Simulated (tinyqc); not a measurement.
Critical points: density of states of one tight-binding band on the simple cubic lattice.

E(k) = -2 t (c1 + c2 + c3) - 4 t2 (c1 c2 + c2 c3 + c3 c1) with ci = cos(2 pi ki); k in fractions of the reciprocal vectors, mesh k_i = j/N with j = 0 .. N-1. Densities are per cell and per spin, so the band holds one state.

Values chosen for the exercise: t = 1.06 eV (nearest hopping); t2 = 0.06 eV (second hopping).

The gradient vanishes at these points by symmetry; the signs of the eigenvalues of the second-derivative matrix give the type.

Critical points:
```
point                k   E (eV)  positive  negative     type
Gamma        (0, 0, 0)  -7.0800         3         0  minimum
X          (0.5, 0, 0)  -1.8800         2         1   saddle
M        (0.5, 0.5, 0)   2.3600         1         2   saddle
R      (0.5, 0.5, 0.5)   5.6400         0         3  maximum
```

What does the comparison show?

Gamma is a minimum at -7.080 eV: its contribution to g starts as a square root. X is a saddle at -1.880 eV: g has a square-root kink there. M is a saddle at 2.360 eV: g has a square-root kink there. R is a maximum at 5.640 eV: its contribution to g ends as a square root.

(tinyqc, `OMP_NUM_THREADS=1 python tinyqc.py 1651069 1651070 out.jsonl`, Intel(R) Xeon(R) Processor @ 2.30GHz, 1 thread, shared host, about 0.2 s.)
